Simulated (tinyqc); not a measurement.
# Slope factor and drain-induced lowering from three currents

Question. With source and body at 0 V, I = A exp((Vg + dd Vd)/(nf Vt)) (1 - exp(-Vd/Vt)). Find nf, the swing nf Vt ln 10 and dd.

Inputs (values chosen for the exercise):
- T = 398 K (temperature)

Constants: q = 1.602176634e-19 C, kB = 1.380649e-23 J/K, Vt = kB T/q. Results are converted to the units shown.

currents at (Vg, Vd) = (0, 0.05), (0, 1.1) and (0.07, 1.1) V (nA/um): [0.50108863, 2.3386487, 12.812266]

Solution. The pair at equal Vd gives nf; the pair at equal Vg, after dividing out the factors 1 - exp(-Vd/Vt), gives dd.

nf = 1.20
swing = 94.8 mV/decade
dd = 0.0500

Program tinyqc, `OMP_NUM_THREADS=1 python tinyqc.py 2242014 2242015 out.jsonl`; Intel Xeon 2.30GHz, shared host, one thread, about 0.03 s.
